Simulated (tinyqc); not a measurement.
RHF in the 6-31g basis, for H2, spin multiplicity 1, step by step. Computed by tinyqc, a small Python program that keeps every step (integrals from PySCF). Settings: charge = 0, multiplicity = 1, basis = 6-31g, energy threshold = 1e-08, iteration cap = 71, orthogonalisation = canonical, start = random, DIIS depth = 0, method = RHF. Command: `OMP_NUM_THREADS=1 python tinyqc.py 27864 27865 out.jsonl` (the two numbers bound the seeds that draw the settings). One thread of a shared host (Intel(R) Xeon(R) Processor @ 2.60GHz), about 0.05 s of CPU time with the checks. Later iterations appear only in the table of the cycle.

## One-electron integrals

Geometry (angstrom):
```
atom         x         y         z
H     0.000000  0.000000  0.000000
H     0.000000  0.000000  0.927000
```

Basis 6-31g: exponents (1/bohr^2) and contraction coefficients of normalised primitives:
```
element  l (shell)   exponent  coefficient
H            s (1)  18.731137     0.033495
H            s (1)   2.825394     0.234727
H            s (1)   0.640122     0.813757
H            s (2)   0.161278     1.000000
```

Overlap, kinetic and nuclear-attraction integrals over the contracted functions; the nuclear repulsion is the sum of Za Zb / Rab.

nuclear repulsion = 0.57084920 hartree

overlap S, order 1H 1s, 1H 2s, 2H 1s, 2H 2s:
$$\begin{pmatrix}
1.000000 & 0.658292 & 0.303118 & 0.439799 \\
0.658292 & 1.000000 & 0.439799 & 0.780783 \\
0.303118 & 0.439799 & 1.000000 & 0.658292 \\
0.439799 & 0.780783 & 0.658292 & 1.000000
\end{pmatrix}$$

kinetic energy T (hartree), order 1H 1s, 1H 2s, 2H 1s, 2H 2s:
$$\begin{pmatrix}
1.395678 & 0.259735 & 0.069840 & 0.126585 \\
0.259735 & 0.241917 & 0.126585 & 0.157724 \\
0.069840 & 0.126585 & 1.395678 & 0.259735 \\
0.126585 & 0.157724 & 0.259735 & 0.241917
\end{pmatrix}$$

nuclear attraction V (hartree), order 1H 1s, 1H 2s, 2H 1s, 2H 2s:
$$\begin{pmatrix}
-2.222166 & -1.109234 & -0.621671 & -0.766558 \\
-1.109234 & -1.120693 & -0.766558 & -0.923969 \\
-0.621671 & -0.766558 & -2.222166 & -1.109234 \\
-0.766558 & -0.923969 & -1.109234 & -1.120693
\end{pmatrix}$$

core Hamiltonian H = T + V (hartree), order 1H 1s, 1H 2s, 2H 1s, 2H 2s:
$$\begin{pmatrix}
-0.826488 & -0.849498 & -0.551831 & -0.639973 \\
-0.849498 & -0.878776 & -0.639973 & -0.766245 \\
-0.551831 & -0.639973 & -0.826488 & -0.849498 \\
-0.639973 & -0.766245 & -0.849498 & -0.878776
\end{pmatrix}$$

## Two-electron integrals

Functions are numbered as in S; the eight-fold symmetry (ij|kl) = (ji|kl) = (kl|ij) leaves the list below.

Two-electron integrals (ij|kl) in chemists' order, unique and non-zero (hartree):
```
(11|11) 1.076566   (21|11) 0.578470   (21|21) 0.329423   (22|11) 0.587396
(22|21) 0.361304   (22|22) 0.453150   (31|11) 0.253061   (31|21) 0.146488
(31|22) 0.163989   (31|31) 0.086391   (32|11) 0.267820   (32|21) 0.165533
(32|22) 0.207052   (32|31) 0.104841   (32|32) 0.145947   (33|11) 0.555060
(33|21) 0.352251   (33|22) 0.458026   (33|31) 0.253061   (33|32) 0.377615
(33|33) 1.076566   (41|11) 0.377615   (41|21) 0.216194   (41|22) 0.239132
(41|31) 0.104841   (41|32) 0.121653   (41|33) 0.267820   (41|41) 0.145947
(42|11) 0.428636   (42|21) 0.265854   (42|22) 0.339746   (42|31) 0.136526
(42|32) 0.183621   (42|33) 0.428636   (42|41) 0.183621   (42|42) 0.276250
(43|11) 0.352251   (43|21) 0.222218   (43|22) 0.289836   (43|31) 0.146488
(43|32) 0.216194   (43|33) 0.578470   (43|41) 0.165533   (43|42) 0.265854
(43|43) 0.329423   (44|11) 0.458026   (44|21) 0.289836   (44|22) 0.388301
(44|31) 0.163989   (44|32) 0.239132   (44|33) 0.587396   (44|41) 0.207052
(44|42) 0.339746   (44|43) 0.361304   (44|44) 0.453150
```

## Orthogonalisation

S = U s U^T; canonical form X = U s^(-1/2), so that X^T S X = 1. Each column of U has its largest component positive (the first on a tie).

eigenvalues of S: [0.134352, 0.418187, 0.781747, 2.665715]

X, order 1H 1s, 1H 2s, 2H 1s, 2H 2s:
$$\begin{pmatrix}
-0.698462 & 0.851395 & 0.745487 & 0.271757 \\
1.798254 & -0.686123 & 0.289556 & 0.337217 \\
0.698462 & 0.851395 & -0.745487 & 0.271757 \\
-1.798254 & -0.686123 & -0.289556 & 0.337217
\end{pmatrix}$$

## Starting guess

The start is random orthonormal orbitals; D = 2 C_occ C_occ^T.

D at the start, order 1H 1s, 1H 2s, 2H 1s, 2H 2s:
$$\begin{pmatrix}
0.019595 & 0.244503 & 0.144793 & -0.218546 \\
0.244503 & 3.050907 & 1.806729 & -2.727018 \\
0.144793 & 1.806729 & 1.069934 & -1.614923 \\
-0.218546 & -2.727018 & -1.614923 & 2.437512
\end{pmatrix}$$

## Iteration 1: building the Fock matrix

J_ij = sum D_kl (ij|kl), K_ij = sum D_kl (ik|jl); F = H + J - 0.5 K; E = tr D H + tr D J / 2 - 0.25 tr D K + E_nn.

Coulomb J (hartree), order 1H 1s, 1H 2s, 2H 1s, 2H 2s:
$$\begin{pmatrix}
1.206860 & 0.736455 & 0.387673 & 0.503966 \\
0.736455 & 0.909282 & 0.509612 & 0.719119 \\
0.387673 & 0.509612 & 1.278715 & 0.736752 \\
0.503966 & 0.719119 & 0.736752 & 0.869553
\end{pmatrix}$$

exchange K (hartree), order 1H 1s, 1H 2s, 2H 1s, 2H 2s:
$$\begin{pmatrix}
0.676997 & 0.617931 & 0.497534 & 0.396644 \\
0.617931 & 0.629024 & 0.513701 & 0.397658 \\
0.497534 & 0.513701 & 0.779309 & 0.420306 \\
0.396644 & 0.397658 & 0.420306 & 0.290634
\end{pmatrix}$$

Fock matrix F (hartree), order 1H 1s, 1H 2s, 2H 1s, 2H 2s:
$$\begin{pmatrix}
0.041874 & -0.422009 & -0.412925 & -0.334329 \\
-0.422009 & -0.284006 & -0.387212 & -0.245955 \\
-0.412925 & -0.387212 & 0.062573 & -0.322899 \\
-0.334329 & -0.245955 & -0.322899 & -0.154540
\end{pmatrix}$$

total energy of this density = -0.31851229 hartree

## Iteration 1: diagonalisation and new density

Diagonalise F' = X^T F X, C = X C', fill 1 alpha and 1 beta electrons from the bottom; D = 2 C_occ C_occ^T. Each column has its largest component positive (the first on a tie).

F' = X^T F X (hartree):
$$\begin{pmatrix}
0.685104 & -0.082810 & -0.483213 & -0.137969 \\
-0.082810 & 0.752336 & -0.001242 & -0.099223 \\
-0.483213 & -0.001242 & 0.511399 & -0.040416 \\
-0.137969 & -0.099223 & -0.040416 & -0.427857
\end{pmatrix}$$

orbital energies (hartree): MO1 -0.467473, MO2 0.130946, MO3 0.754315, MO4 1.103194

coefficients C, order 1H 1s, 1H 2s, 2H 1s, 2H 2s:
$$\begin{pmatrix}
0.313466 & -0.118930 & 0.637880 & -1.150230 \\
0.618914 & -1.217877 & -0.598198 & 1.295346 \\
0.369936 & 0.152401 & 0.984775 & 0.844076 \\
-0.088553 & 1.430272 & -0.805868 & -1.095033
\end{pmatrix}$$

D after iteration 1, order 1H 1s, 1H 2s, 2H 1s, 2H 2s:
$$\begin{pmatrix}
0.196522 & 0.388017 & 0.231925 & -0.055516 \\
0.388017 & 0.766108 & 0.457917 & -0.109613 \\
0.231925 & 0.457917 & 0.273705 & -0.065518 \\
-0.055516 & -0.109613 & -0.065518 & 0.015683
\end{pmatrix}$$

## Iteration 2: building the Fock matrix

As before.

Coulomb J (hartree), order 1H 1s, 1H 2s, 2H 1s, 2H 2s:
$$\begin{pmatrix}
1.450204 & 0.855225 & 0.436205 & 0.583631 \\
0.855225 & 1.001116 & 0.547024 & 0.789187 \\
0.436205 & 0.547024 & 1.300922 & 0.773835 \\
0.583631 & 0.789187 & 0.773835 & 0.930553
\end{pmatrix}$$

exchange K (hartree), order 1H 1s, 1H 2s, 2H 1s, 2H 2s:
$$\begin{pmatrix}
1.087270 & 0.916711 & 0.677032 & 0.734698 \\
0.916711 & 0.874911 & 0.691317 & 0.727557 \\
0.677032 & 0.691317 & 0.833733 & 0.683104 \\
0.734698 & 0.727557 & 0.683104 & 0.655534
\end{pmatrix}$$

Fock matrix F (hartree), order 1H 1s, 1H 2s, 2H 1s, 2H 2s:
$$\begin{pmatrix}
0.080082 & -0.452629 & -0.454142 & -0.423692 \\
-0.452629 & -0.315115 & -0.438608 & -0.340837 \\
-0.454142 & -0.438608 & 0.057567 & -0.417215 \\
-0.423692 & -0.340837 & -0.417215 & -0.275989
\end{pmatrix}$$

total energy of this density = -1.04316611 hartree

## Iteration 2: diagonalisation and new density

As before.

F' = X^T F X (hartree):
$$\begin{pmatrix}
0.822083 & -0.051992 & -0.506041 & -0.047767 \\
-0.051992 & 0.865913 & 0.020140 & -0.058151 \\
-0.506041 & 0.020140 & 0.585614 & -0.008372 \\
-0.047767 & -0.058151 & -0.008372 & -0.519118
\end{pmatrix}$$

orbital energies (hartree): MO1 -0.524158, MO2 0.185774, MO3 0.861272, MO4 1.231604

coefficients C, order 1H 1s, 1H 2s, 2H 1s, 2H 2s:
$$\begin{pmatrix}
0.295676 & -0.152736 & 0.683589 & -1.124401 \\
0.400994 & -1.310143 & -0.548865 & 1.312828 \\
0.319885 & 0.147969 & 0.975870 & 0.875090 \\
0.212619 & 1.372870 & -0.837832 & -1.126987
\end{pmatrix}$$

D after iteration 2, order 1H 1s, 1H 2s, 2H 1s, 2H 2s:
$$\begin{pmatrix}
0.174849 & 0.237128 & 0.189165 & 0.125733 \\
0.237128 & 0.321592 & 0.256544 & 0.170518 \\
0.189165 & 0.256544 & 0.204653 & 0.136027 \\
0.125733 & 0.170518 & 0.136027 & 0.090414
\end{pmatrix}$$

## Iteration 9 (converged): orbitals

converged F (hartree), order 1H 1s, 1H 2s, 2H 1s, 2H 2s:
$$\begin{pmatrix}
0.059953 & -0.449378 & -0.455357 & -0.445257 \\
-0.449378 & -0.322207 & -0.445259 & -0.368584 \\
-0.455357 & -0.445259 & 0.059951 & -0.449376 \\
-0.445257 & -0.368584 & -0.449376 & -0.322204
\end{pmatrix}$$

As before.

F' = X^T F X (hartree):
$$\begin{pmatrix}
0.823433 & -0.000003 & -0.497717 & -0.000004 \\
-0.000003 & 0.866811 & 0.000001 & -0.043395 \\
-0.497717 & 0.000001 & 0.576988 & 0.000000 \\
-0.000004 & -0.043395 & 0.000000 & -0.543451
\end{pmatrix}$$

orbital energies (hartree): MO1 -0.544785, MO2 0.187466, MO3 0.868145, MO4 1.212955

coefficients C, order 1H 1s, 1H 2s, 2H 1s, 2H 2s:
$$\begin{pmatrix}
0.297788 & -0.156602 & 0.842632 & -1.009501 \\
0.315982 & -1.336308 & -0.696151 & 1.237679 \\
0.297791 & 0.156603 & 0.842652 & 1.009485 \\
0.315967 & 1.336312 & -0.696171 & -1.237667
\end{pmatrix}$$

D after iteration 9, order 1H 1s, 1H 2s, 2H 1s, 2H 2s:
$$\begin{pmatrix}
0.177356 & 0.188192 & 0.177357 & 0.188183 \\
0.188192 & 0.199689 & 0.188193 & 0.199680 \\
0.177357 & 0.188193 & 0.177359 & 0.188184 \\
0.188183 & 0.199680 & 0.188184 & 0.199671
\end{pmatrix}$$

## Convergence

Stop when the energy changes by less than 1e-08 hartree and every element of the error matrix X^T (F D S - S D F) X is below 3e-05.

Course of the cycle:
```
iteration  E (hartree)     change  largest element of the error matrix
1          -0.31851229          -                             8.62e-01
2          -1.04316611  -7.25e-01                             2.40e-01
3          -1.10314614  -6.00e-02                             7.42e-02
4          -1.10719120  -4.05e-03                             2.04e-02
5          -1.10745180  -2.61e-04                             5.37e-03
6          -1.10746888  -1.71e-05                             1.40e-03
7          -1.10747001  -1.13e-06                             3.62e-04
8          -1.10747008  -7.56e-08                             9.37e-05
9          -1.10747009  -5.06e-09                             2.43e-05
```

PySCF RHF in the same basis = -1.10747009 hartree

Converged in 9 iterations.

## Populations, bond orders and dipole

Mulliken: Z minus the diagonal of D S on the atom; Loewdin: the same with S^(1/2) D S^(1/2); Mayer order: 2 sum_s sum (D(s) S)_ij (D(s) S)_ji over the two atoms.

Charges (e):
```
atom   Mulliken    Loewdin
1H    -0.000012  -0.000007
2H     0.000012   0.000007
```

Mayer bond orders:
```
pair     order
2-1   1.000000
```

dipole moment about the origin, x y z (debye): [0.000000, 0.000000, 0.000043]
